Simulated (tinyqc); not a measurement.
Inside a calculation: core-shell quantum dot (spherical envelope functions). Values are carried at full precision from step to step, so a last printed digit may differ when a step is redone from the rounded ones.

Parabolic bands; strain and other valleys are left out. s states, u = r psi, hard wall at R + H, c = hbar^2/2m0, energies from the band edges of the core. Core: u = sin(k1 r)/k1, k1 = sqrt(m1 E/c). At R, psi and psi'/m are continuous, so u is continuous and its slope in the shell is s = u/R + (m2/m1)(u' - u/R). Shell: u(R + x) = u(R) cos(k2 x) + s sin(k2 x)/k2, k2 = sqrt(m2 (E - V)/c); for negative arguments the functions turn into sinh and cosh. A level has u(R + H) = 0.

Constants: hbar^2/2m0 = 3.80998211 eV angstrom^2; e^2/(4 pi eps0) = 14.39964547 eV angstrom; hc = 1239.841984 eV nm.

Values chosen for the exercise (near those of a GaAs/AlGaAs core-shell dot; the results hold for these values, not for the real material): R = 19 angstrom (core radius); H = 14 angstrom (shell thickness); Vc = 0.269 eV (conduction edge of the shell above that of the core); me1 = 0.067 m0 (electron, core); me2 = 0.086 m0 (electron, shell); E = 0.505 eV (trial energy of the electron); Vv = 0.123 eV (hole barrier of the shell); mh1 = 0.39 m0 (hole, core); mh2 = 0.439 m0 (hole, shell); Eg = 1.439 eV (gap of the core); eps = 12.2 (dielectric constant).

## Shooting at a trial energy

Carry the electron solution outwards.

k1^2 = 0.0088806 1/angstrom^2
k2^2 = 0.0053271 1/angstrom^2
u(R) = 10.356 angstrom
s = -0.4343
u(R + H) = 0.328 angstrom

u(R + H) is positive: no node yet, so the lowest level lies above the trial energy.

## Ground states

Find the lowest root for electron and hole, and the share of u^2 inside the core.

Levels:
```
carrier   E (eV)  share in the core
electron  0.5122              0.674
hole      0.1167              0.765
```

The core holds 19 % of the volume. Both carriers sit mainly in the core, as the type I line-up favours.

## Overlap and Coulomb integrals

Overlap = (integral of u_e u_h)^2 with normalised u. Coulomb integrals J_ab = (q/eps) double integral of u_a(r)^2 u_b(s)^2/max(r, s), q = e^2/(4 pi eps0), one eps everywhere. Exciton E = Eg + E_e + E_h - J_eh; first-order biexciton shift J_ee + J_hh - 2 J_eh (positive: repulsive).

Integrate numerically.

overlap = 0.986

J_eh, J_ee, J_hh (meV): 67.9  65.1  71.2

## Exciton and biexciton

Give E, the wavelength hc/E and the biexciton shift.

E = 2.000 eV
wavelength = 620 nm
biexciton shift = 1 meV

At first order the shift is the Coulomb integral of the net charge density with itself and cannot be negative; correlation, left out here, lowers it, and may reverse a shift as small as this.

## Checks

- Level without offset and mass step against c (pi/(R + H))^2/m, eV: both 0.5154.
- J_ee in that case against 1.786 q/(eps (R + H)), meV: both 63.9.

Computed by tinyqc, a small Python program: `OMP_NUM_THREADS=1 python tinyqc.py 1282207 1282208 out.jsonl` (the numbers bound the seed that draws the inputs); one thread of a shared host (Intel(R) Xeon(R) Processor @ 2.30GHz), about 0.05 s for the whole set of steps.
